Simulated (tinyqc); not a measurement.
Strain-driven roughening and islands of a mismatched epitaxial film: one step, computed by the program tinyqc.

Film and substrate share isotropic elastic constants; the film is coherent and biaxially strained.

Question. Which shape at the volume V. Shallow faceted island (Tersoff form): E = 4 Gam V^(2/3) tan^(1/3)(theta) - 6 c V tan(theta), Gam = gamma [x/sin(theta) - 1/tan(theta)], x the facet energy over gamma, c = stress^2 (1 - nu)/(2 pi G). The two energies cross at V_x^(1/3) = 4 [Gam_2 t2^(1/3) - Gam_1 t1^(1/3)]/(6 c (t2 - t1)), t = tan(theta); mu = dE/dV.

Inputs (values chosen for the exercise, modelled on InAs on InP):
```
quantity                                     value     unit
shear modulus G                               29.9      GPa
Poisson ratio nu                              0.31        -
surface energy gamma                          0.73    J/m^2
contact angle of the shallow shape theta_1    11.3  degrees
contact angle of the steep shape theta_2      29.1  degrees
facet energy of shape 1 over gamma          0.9962        -
facet energy of shape 2 over gamma           0.982        -
island volume V                                640     nm^3
```

stress = 3.5763 GPa

Gam of shape 2 = 0.1624523 J/m^2

Gam of shape 1 = 0.05806340 J/m^2

c = 0.04697491 GPa

Constants: e = 1.602176634e-19 C.

Give: E of shape 1; E of shape 2; crossing volume V_x; jump of mu at V_x, shape 2 less shape 1.

Answer.

E of shape 1 = -162.03 eV

E of shape 2 = -378.88 eV

crossing volume V_x = 62.350 nm^3

jump of mu at V_x, shape 2 less shape 1 = -33.519 MJ/m^3

At V the steep shape is lower. At V_x the chemical potential drops, so islands that have turned steep grow at the cost of the shallow ones. Caution: a critical island of a few cubic nanometres holds a few hundred atoms at most, and edge energies, left out here, matter. Caution: the shallow-slope form overstates the relaxation of facets steeper than about 25 degrees.
